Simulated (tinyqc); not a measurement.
Trap density from two Hall measurements.

Problem. p-type body, charge-sheet picture, full ionisation (an idealisation for deep acceptors), Boltzmann statistics for free electrons. e = Ec - EF at the surface. psi = Eg - Vt ln(Nv/Na) - e; N_dep = sqrt(2 eps0 eps_r Na (psi - Vt)/q); n_f = sqrt(N_dep^2 + 2 eps0 eps_r Vt Nc exp(-e/Vt)/q) - N_dep; Vg = Vfb + psi + q (N_dep + n_t + n_f)/Cox, Cox = eps0 eox/tox. Find e and n_t at both points and the mean trap density between them.

Values chosen for this exercise; band and dielectric values close to those of 4H silicon carbide:
```
symbol,value,unit,meaning
T,300,K,temperature
Eg,3.2,eV,band gap
eps_r,9.79,,relative permittivity
Nc,1.7e19,cm^-3,conduction-band density of states at T
Nv,2.48e19,cm^-3,valence-band density of states at T
eox,3.9,,relative permittivity of the insulator
tox,60,nm,insulator thickness
Na,2.1e16,cm^-3,acceptor density
Vfb,-1.98,V,flat-band voltage without trapped charge
```

Constants: q = 1.602176634e-19 C, kB = 1.380649e-23 J/K, Vt = kB T/q, eps0 = 8.8541878128e-14 F/cm where lengths are in cm. Results are converted to the units shown.

Vg (V): 3.2863655  3.9382658
free sheet density from the Hall effect (cm^-2): 1.3026296e9  9.9060496e10

Solution. Each n_f fixes e; what the gate voltage holds beyond psi, N_dep and n_f is trapped; the difference quotient is the density, smeared over a few Vt.

e (eV): 0.2000  0.08600
n_t (cm^-2): 8.209e10  1.615e11
mean trap density = 6.962e11 cm^-2 eV^-1

Computed by the program tinyqc: `OMP_NUM_THREADS=1 python tinyqc.py 2222225 2222226 out.jsonl`, one thread of a shared Intel Xeon 2.30GHz, about 0.02 s for the whole run.
